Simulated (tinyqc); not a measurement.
Inside a calculation. Method: RKS/LDA (PW92) in the sto-3g basis, for H3+, spin multiplicity 1. One step of it, computed by the program tinyqc.

Task: Iteration 2: diagonalisation and new density. Diagonalise F' = X^T F X, C = X C', fill 1 alpha and 1 beta electrons from the bottom; D = 2 C_occ C_occ^T. Each column has its largest component positive (the first on a tie).

extrapolated F (hartree), order 1H 1s, 2H 1s, 3H 1s:
$$\begin{pmatrix}
-0.661600 & -0.478775 & -0.437157 \\
-0.478775 & -0.661600 & -0.437157 \\
-0.437157 & -0.437157 & -0.655431
\end{pmatrix}$$

X, order 1H 1s, 2H 1s, 3H 1s:
$$\begin{pmatrix}
0.948290 & -0.508181 & 0.431930 \\
-0.948290 & -0.508181 & 0.431930 \\
0.000000 & 1.054117 & 0.416460
\end{pmatrix}$$

Give: F' = X^T F X; orbital energies; coefficients C; D after iteration 2.

Result:

F' = X^T F X (hartree):
$$\begin{pmatrix}
-0.3288 & 0.0000 & 0.0000 \\
0.0000 & -0.3806 & -0.0002 \\
0.0000 & -0.0002 & -0.8537
\end{pmatrix}$$

orbital energies (hartree): MO1 -0.8537, MO2 -0.3806, MO3 -0.3288

coefficients C, order 1H 1s, 2H 1s, 3H 1s:
$$\begin{pmatrix}
0.4318 & -0.5083 & 0.9483 \\
0.4318 & -0.5083 & -0.9483 \\
0.4168 & 1.0540 & 0.0000
\end{pmatrix}$$

D after iteration 2, order 1H 1s, 2H 1s, 3H 1s:
$$\begin{pmatrix}
0.3728 & 0.3728 & 0.3599 \\
0.3728 & 0.3728 & 0.3599 \\
0.3599 & 0.3599 & 0.3474
\end{pmatrix}$$
